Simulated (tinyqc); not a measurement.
CIS on RHF in the sto-3g basis, for BeH2, spin multiplicity 1, step by step. One step of it, computed by the program tinyqc.

Question. CIS matrix, singlets. A(ia,jb) = (e_a - e_i) d_ij d_ab + 2 (ia|jb) - (ij|ab).

orbital energies (hartree): MO1 -4.516925, MO2 -0.474978, MO3 -0.442294, MO4 0.208646, MO5 0.208716, MO6 0.508635, MO7 1.084036

Two-electron integrals over orbitals (pq|rs), unique and non-zero (hartree):
```
(11|11) 2.271398    (21|11) -0.207331   (21|21) 0.028997    (22|11) 0.504708
(22|21) -0.007476   (22|22) 0.410119    (31|31) 0.006664    (32|31) 0.016036
(32|32) 0.166204    (33|11) 0.476466    (33|21) -0.003084   (33|22) 0.423598
(33|33) 0.446507    (41|11) 0.004399    (41|21) -0.000545   (41|22) 0.000476
(41|33) 0.000276    (41|41) 0.015773    (42|11) -0.001434   (42|21) 0.000213
(42|22) 0.001411    (42|33) 0.001221    (42|41) 0.015533    (42|42) 0.050726
(43|31) -4.29e-06   (43|32) 0.001152    (43|43) 0.015694    (44|11) 0.569139
(44|21) -0.008540   (44|22) 0.376813    (44|33) 0.365729    (44|41) -0.000611
(44|42) -0.002616   (44|44) 0.449919    (51|51) 0.015767    (52|51) 0.015542
(52|52) 0.050732    (53|53) 0.015681    (54|51) -0.000377   (54|52) -0.000983
(54|54) 0.024268    (55|11) 0.569166    (55|21) -0.008536   (55|22) 0.376848
(55|33) 0.365743    (55|41) 0.000142    (55|42) -0.000651   (55|44) 0.401354
(55|55) 0.449859    (61|11) -0.169227   (61|21) 0.024368    (61|22) -0.007190
(61|33) -0.004737   (61|41) -0.000164   (61|42) 0.000411    (61|44) -0.004059
(61|55) -0.004041   (61|61) 0.020839    (62|11) 0.096226    (62|21) -0.006921
(62|22) -0.030073   (62|33) -0.052388   (62|41) 0.000383    (62|42) -0.000180
(62|44) 0.044400    (62|55) 0.044455    (62|61) -0.002874   (62|62) 0.075602
(63|31) -0.004138   (63|32) -0.096840   (63|43) -0.000936   (63|63) 0.083101
(64|11) 0.001739    (64|21) 0.000051    (64|22) 0.000622    (64|33) -0.000115
(64|41) 0.016203    (64|42) 0.047598    (64|44) -0.000934   (64|55) 0.000495
(64|61) 0.000383    (64|62) 0.002080    (64|64) 0.051056    (65|51) 0.016221
(65|52) 0.047667    (65|54) -0.000715   (65|65) 0.051124    (66|11) 0.480046
(66|21) -0.006228   (66|22) 0.406268    (66|33) 0.417169    (66|41) 0.000937
(66|42) 0.002968    (66|44) 0.373066    (66|55) 0.373159    (66|61) -0.005476
(66|62) -0.039532   (66|64) 0.001973    (66|66) 0.419556    (71|31) 0.012080
(71|32) 0.021495    (71|43) -0.000091   (71|63) -0.003411   (71|71) 0.022569
(72|31) 0.002731    (72|32) -0.047164   (72|43) -0.001272   (72|63) 0.061089
(72|71) 0.006553    (72|72) 0.056513    (73|11) 0.132138    (73|21) -0.005724
(73|22) -0.010291   (73|33) -0.025000   (73|41) -0.000132   (73|42) -0.001898
(73|44) 0.052957    (73|55) 0.052945    (73|61) -0.002859   (73|62) 0.070641
(73|64) 0.000509    (73|66) -0.031020   (73|73) 0.080314    (74|31) -0.000381
(74|32) -0.003246   (74|43) 0.013899    (74|63) 0.001859    (74|71) -0.000598
(74|72) 0.000427    (74|74) 0.016294    (75|53) 0.013917    (75|75) 0.016220
(76|31) 0.012148    (76|32) 0.143866    (76|43) 0.001353    (76|63) -0.097918
(76|71) 0.016066    (76|72) -0.059931   (76|74) -0.002809   (76|76) 0.142732
(77|11) 0.590094    (77|21) -0.009777   (77|22) 0.441259    (77|33) 0.460793
(77|41) 0.000068    (77|42) 0.000200    (77|44) 0.396737    (77|55) 0.396706
(77|61) -0.009220   (77|62) -0.046599   (77|64) -0.000966   (77|66) 0.447187
(77|73) -0.020468   (77|77) 0.504830
```

Give: CIS matrix A, singlet.

Answer.

CIS matrix A, singlet (hartree), lower triangle:
```
        1>4    1>5     1>6     1>7     2>4    2>5     2>6     2>7
1>4   4.188
1>5   0.000  4.188
1>6  -0.002  0.000   4.587
1>7   0.000  0.000   0.000   5.056
2>4   0.040  0.000   0.001   0.000   0.408
2>5   0.000  0.040   0.000   0.000   0.000  0.408
2>6   0.001  0.000   0.000   0.000  -0.001  0.000   0.729
2>7   0.000  0.000   0.000   0.023   0.000  0.000   0.000   1.231
3>4   0.000  0.000   0.000   0.000   0.000  0.000   0.000   0.001
3>5   0.000  0.000   0.000   0.000   0.000  0.000   0.000   0.000
3>6   0.000  0.000   0.000  -0.019   0.000  0.000   0.000  -0.022
3>7   0.000  0.000  -0.018   0.000  -0.001  0.000  -0.003   0.000

        3>4    3>5    3>6    3>7
3>4   0.317
3>5   0.000  0.317
3>6  -0.002  0.000  0.700
3>7   0.000  0.000  0.000  1.226
```
